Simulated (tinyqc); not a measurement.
# Input admittance of a MOSFET at zero drain bias: distributed channel and distributed gate, step by step

Numbers from tinyqc (`OMP_NUM_THREADS=1 python tinyqc.py 2262067 2262068 out.jsonl`; about 0.01 s on one thread of a shared Intel Xeon 2.30GHz). Printed values are rounded.

Source and drain grounded, strong inversion, w = 2 pi f, Cox = eps0 eox/tox. The channel is an RC line of resistance 1/(mu Cox Vo) per square fed from both ends, so one finger has the intrinsic admittance y = i w Cox L tanh(g)/g per width, g = (1/2) sqrt(i w tau), tau = L^2/(mu Vo). The vertical resistance rv/L is in series with y, the overlaps 2 i w Cov in parallel: y_t = 1/(1/y + rv/L) + 2 i w Cov. The gate strip is a line of Rsh/L per length loaded by y_t, so a finger has Y = y_t Wf tanh(k)/k, k = (Wf/sd) sqrt(y_t Rsh/L); the device has Nf Y.

Inputs (values chosen for the exercise); values of the order met in silicon radio-frequency transistors: relative permittivity of the gate insulator (close to hafnium oxide) eox = 21.7; insulator thickness tox = 10 nm; channel length L = 0.06 um; finger width Wf = 7.5 um; number of fingers Nf = 16; channel mobility mu = 170 cm^2/(V s); gate overdrive Vo = 0.21 V; sheet resistance of the gate Rsh = 14 ohm/square; vertical resistivity of the gate stack rv = 1.1 ohm um^2; number of ends at which a finger is contacted sd = 2; overlap and fringe capacitance on each side Cov = 0.35 fF/um; frequency f = 35 GHz.

Constants: eps0 = 8.8541878128e-14 F/cm where lengths are in cm. Results are converted to the units shown.

## Low-frequency resistances and capacitance

Low-frequency limits, with c = Cox L and ct = c + 2 Cov: R_strip = Rsh Wf/(3 sd^2 L Nf), R_ch = (c/ct)^2 L/(12 mu Cox Vo Wf Nf), R_vert = (c/ct)^2 rv/(L Wf Nf), C = ct Wf Nf.

parts (ohm): strip 9.11458, channel 0.235162, vertical 0.0591446
sum = 9.40889 ohm
C = 222.338 fF
1/(2 pi R C) = 76.0796 GHz

The strip term is the largest, 96.9 % of the sum.

## Admittance of the channel and stack per width

tau, g, c = Cox L, y and y_t as defined.

tau = 1.00840 ps
g = 0.166493+0.166493i
c = 1.15282 fF/um
y = 4.683+253.413i uS/um
y_t = 5.859+407.303i uS/um

w tau = 0.222, and Im y is 1.00 of w c.

## Input impedance of the device

k and Y as defined; Z = 1/(Nf Y) = R + 1/(i w C); Q = |Im Z|/R; signal at the point farthest from a contact |1/cosh k|.

k = 0.823355+0.811595i
Nf Y = 17.2781+39.4979i mS
R = 9.29623 ohm
C = 213.977 fF
Q = 2.28601
signal at the far point = 0.870568

R is 1.2 % below its low-frequency limit and C is 3.8 % below its own.
